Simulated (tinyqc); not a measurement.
## Field, mass and barrier from the scaled variables

Problem. A barrier edge falls as U0 - F x over a width d with F = V/d. With e = (C F^2/m1)^(1/3), C = hbar^2/(2 m0), the Airy arguments at its edges are z1 = (U0 - E)/e and z2 = (U0 - V - E)/e. Find e, m1 and U0.

Inputs (values chosen for the exercise):
- E = 0.234 eV (electron energy)
- d = 3.6 nm (barrier width)
- V = 0.27 V (voltage across the barrier)

Constants: q = 1.602176634e-19 C, hbar = 1.054571817e-34 J s, m0 = 9.1093837015e-31 kg, hbar^2/(2 m0) = 0.0380998212 eV nm^2. Results are converted to the units shown.

z1 and z2: 4.2197964  1.2681253

Answer. z1 - z2 = V/e gives e, its definition gives m1, and U0 = E + z1 e.

e = 0.09147 eV
m1 = 0.2800 m0
U0 = 0.6200 eV

Computed by the program tinyqc: `OMP_NUM_THREADS=1 python tinyqc.py 2580111 2580112 out.jsonl`, one thread of a shared Intel Xeon 2.30GHz, about 0.01 s for the whole run.
